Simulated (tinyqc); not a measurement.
Far from Gamma: eight-band Kane k.p model.

Eight-band Kane model, basis S, X, Y, Z times spin, zero of energy at the top of the unstrained valence band, c = hbar^2/2m0. Within each spin: H_SS = Eg + A c k^2, H_SX = i P kx (likewise Y, Z), H_XX = -Dso/3 + L kx^2 + M (ky^2 + kz^2), H_XY = N kx ky, and cyclic. Spin-orbit term (Dso/3) L.sigma on X, Y, Z with (L_k)_ij = -i epsilon_kij: <X+|H|Y+> = -i Dso/3, <X+|H|Z-> = Dso/3, <Y+|H|Z-> = -i Dso/3, <Z+|H|X-> = -Dso/3, <Z+|H|Y-> = i Dso/3, <X-|H|Y-> = i Dso/3, and their conjugates; + and - are the spin along z. Terms from inversion asymmetry are left out, so every level is twofold.

P = sqrt(Ep c); A = 1/me - Ep (Eg + 2 Dso/3)/(Eg (Eg + Dso)) keeps the electron mass; g1' = g1 - Ep/(3 Eg), g2' = g2 - Ep/(6 Eg), g3' = g3 - Ep/(6 Eg) remove the coupling to S that the Luttinger values already hold; L = -c (g1' + 4 g2'), M = -c (g1' - 2 g2'), N = -6 c g3'.

Constants: hbar^2/2m0 = 3.80998211 eV angstrom^2.

Parameters, chosen for this exercise (near those of InAs; not measured data):
```
symbol  value   unit  meaning
Eg      0.416   eV    gap at Gamma to the s-like level
Dso     0.379   eV    spin-orbit splitting
Ep      21.2    eV    Kane energy
me      0.0257  m0    electron mass at Gamma
g1      20.03         Luttinger gamma1
g2      8.55          gamma2
g3      9.13          gamma3
```

Pairs 3 and 4 along [100] out to 3.2 1/angstrom, beyond the zone edge but about the reach pi/h of a grid with h = 1 angstrom, with Ep as given and with Ep rescaled so that A = 1: Ep = (1/me - 1) Eg (Eg + Dso)/(Eg + 2 Dso/3). Crossings of E = Eg/2 are found on a scan of 320 points from 0.05 to 3.2 and refined by bisection.

Levels (eV):
```
kx (1/angstrom)    pair 3    pair 4  pair 3, rescaled  pair 4, rescaled
0.0                 0.000     0.416             0.000             0.416
0.4                -1.786     1.544            -1.786             2.431
0.8                -7.144    -1.444            -7.144             4.548
1.2               -16.075    -8.758           -16.075             7.675
1.6               -28.578   -20.366           -28.578            11.973
2.0               -44.653   -36.236           -44.653            17.474
2.4               -64.300   -56.338           -64.300            24.188
2.8               -87.520   -80.642           -87.520            32.118
3.2              -114.312  -109.123          -114.312            41.265
```

A (a pure number) and L (eV angstrom^2) as given: -3.953  -12.453

rescaled Ep = 18.75 eV

A and L rescaled: 1.000  -34.888

Crossings of mid-gap:
```
set       number  first kx (1/angstrom)
as given       1                  0.647
rescaled       0                      -
```

Is the parameter set safe for a calculation on a fine real-space grid?

No. A level crosses the middle of the gap at kx = 0.647 1/angstrom; a grid of step h reaches k = pi/h, so one with h below about 4.9 angstrom can return spurious states, and finite differences, which weaken the linear term at large k, can do so on coarser grids too. At large kx the S and X states dominate and (A c k^2)(L k^2) - P^2 k^2 must vanish for a state in the gap, which needs A L > 0, near k = P/sqrt(A c L); here A = -3.953 and L = -12.453 have the same sign, which puts the estimate at 0.66 1/angstrom. In the rerun with Ep = 18.75 eV, A = 1.000 and L = -34.888 have opposite signs, and no level crosses, so the rescaling cures it. Electron, heavy- and light-hole masses at Gamma are the same for both sets.

tinyqc: `OMP_NUM_THREADS=1 python tinyqc.py 1050923 1050924 out.jsonl`; about 0.08 s, one thread, shared Intel(R) Xeon(R) Processor @ 2.30GHz.
